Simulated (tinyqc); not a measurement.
# Holstein polaron on two sites, step by step

A worked calculation. Computed by tinyqc, a small Python program that keeps every step. Command: `OMP_NUM_THREADS=1 python tinyqc.py 3015960 3015961 out.jsonl holstein walk`. One thread of a shared host (Intel(R) Xeon(R) Processor @ 2.30GHz), about 0.01 s of CPU time with the checks. Intermediate numbers are printed to about 7 digits and carried at full precision; extremes and crossings named in words are read from the listed rows.

One electron on sites 1 and 2: H = -t (c1+ c2 + c2+ c1) + hbar omega sum_i b_i+ b_i - g hbar omega sum_i n_i (b_i + b_i+). The symmetric phonon shifts the energy by -g^2 hbar omega/2 and drops out; with b = (b_1 - b_2)/sqrt(2) there remains H = -t sigma_x + hbar omega b+ b - (g hbar omega/sqrt(2)) sigma_z (b + b+). Parity splits it into blocks p = +1 and -1 over phonon numbers n. Zero-point energies are left out. Weights Z refer to mode b alone; the displaced symmetric mode multiplies the full zero-phonon weight by exp(-g^2/2).

Inputs (values chosen for the exercise, for a model dimer): hopping t = 37 meV; phonon energy hbar omega = 133 meV; coupling g = 0.637; phonon levels kept N = 5.

## Energy scales

Polaron binding energy E_p = g^2 hbar omega; ratio E_p/t (the adiabatic potential has two wells when it exceeds 1); adiabaticity hbar omega/t.

E_p = 53.96728 meV

E_p/t = 1.458575

hbar omega/t = 3.594595

## The even block in a small basis

Block p: H_nn = n hbar omega - p t (-1)^n - g^2 hbar omega/2, H_(n,n+1) = -(g hbar omega/sqrt(2)) sqrt(n + 1). Take p = +1 and n = 0..N-1.

H, even block (meV):
```
[[-63.9836, -59.9068, 0.0000, 0.0000, 0.0000],
 [-59.9068, 143.0164, -84.7210, 0.0000, 0.0000],
 [0.0000, -84.7210, 202.0164, -103.7616, 0.0000],
 [0.0000, 0.0000, -103.7616, 409.0164, -119.8136],
 [0.0000, 0.0000, 0.0000, -119.8136, 468.0164]]
```

## Levels in the small basis

Diagonalise H; the eigenvector has its largest component positive; Z is the weight of n = 0.

levels (meV): [-82.1405, 81.5689, 223.2585, 361.0634, 574.3315]

lowest eigenvector: [0.9525782, 0.2887119, 0.0937141, 0.0209088, 0.0045535]

Z in the small basis = 0.9074052

## Converged results

Use 60 levels in both blocks; Z = c_0^2 is the weight of n = 0 in the ground state c; the splitting is the lowest odd level less the lowest even one, which without coupling is the smaller of 2t and hbar omega; <sigma_x> = sum (-1)^n c_n^2 measures the kinetic energy.

ground-state energy = -82.14101 meV

weight Z of n = 0 in mode b = 0.9073917

mean phonon number in b = 0.1023463

splitting = 46.66137 meV

splitting/(2t) = 0.6305591

<sigma_x> = 0.8324026

The small basis misses the ground-state energy by 0.000535 meV. Mode b stays mostly in its zero-phonon state.

## Approximations to the ground state

Second order: E = -t - E_p/2 - (E_p/2) hbar omega/(hbar omega + 2t). Lang-Firsov: E = -E_p - t exp(-g^2). Variable displacement: E(x) = -E_p/2 - t exp(-g^2 x^2) - (E_p/2)(2x - x^2), minimised over 0 <= x <= 1. Adiabatic, classical lattice: E = -E_p/2 - t for E_p < t, else -E_p - t^2/(2 E_p); it leaves out the change of zero-point energy.

Ground-state energy (meV):
```
method                         E  E - exact
second order in g      -81.32095    0.82005
Lang-Firsov            -78.62645    3.51456
variable displacement  -81.87517    0.26584
adiabatic, classical   -66.65089   15.49012
```

best displacement x = 0.68496

Closest here is variable displacement (+0.27 meV), furthest adiabatic, classical (+15.49 meV), at hbar omega/t = 3.59 and E_p/t = 1.46. Lang-Firsov and variable displacement are variational and lie above the exact value. The Lang-Firsov narrowing exp(-g^2) = 0.666 compares with the exact splitting ratio 0.631.

Checks made by the program: 60 against 80 levels (relative difference below 1e-10); Hellmann-Feynman: dE/dt = -<sigma_x> (relative difference below 1e-10).
